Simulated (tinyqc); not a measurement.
The basis set: RHF and MP2 along a ladder of basis sets, for HeH+, spin multiplicity 1. Computed by the program tinyqc with PySCF. Command: `OMP_NUM_THREADS=1 python tinyqc.py 112344 112345 out.jsonl`; one thread of a shared host (Intel(R) Xeon(R) Processor @ 2.60GHz), about 0.8 s.

Geometry (angstrom):

| atom | x | y | z |
|---|---|---|---|
| He | 0.0000 | 0.0000 | 0.0000 |
| H | 0.0000 | 0.0000 | 0.7100 |

Same geometry throughout; the dipole is taken about the origin.

RHF and frozen-core MP2 in a ladder of bases:

| basis | functions | E(RHF) (hartree) | E(MP2 corr) (hartree) | HOMO (eV) | LUMO (eV) | dipole (debye) |
|---|---|---|---|---|---|---|
| sto-3g | 2 | -2.824369 | -0.007360 | -45.8431 | -3.2982 | 2.5601 |
| 3-21g | 4 | -2.884189 | -0.017924 | -45.6917 | -6.0017 | 2.3485 |
| 6-31g | 4 | -2.907641 | -0.016742 | -45.8012 | -6.3096 | 2.3235 |
| 6-31g** | 10 | -2.922202 | -0.028482 | -45.8370 | -6.1183 | 2.2403 |
| cc-pvdz | 10 | -2.919782 | -0.028929 | -45.8072 | -6.1493 | 2.1745 |
| aug-cc-pvdz | 18 | -2.920861 | -0.029432 | -45.8138 | -6.7034 | 2.2091 |
| cc-pvtz | 28 | -2.929705 | -0.035885 | -45.8815 | -6.5306 | 2.2206 |

From cc-pVDZ to cc-pVTZ the RHF energy falls by 9.9 mhartree and the correlation energy by 7.0. If valence correlation converges as X^-3, (27 E(T) - 8 E(D))/19 gives -0.0388 hartree, a rough estimate from such small X that usually falls short; STO-3G holds about 19 % of it. Beyond STO-3G the LUMO moves by 0.7 eV and the HOMO by 0.2 eV.
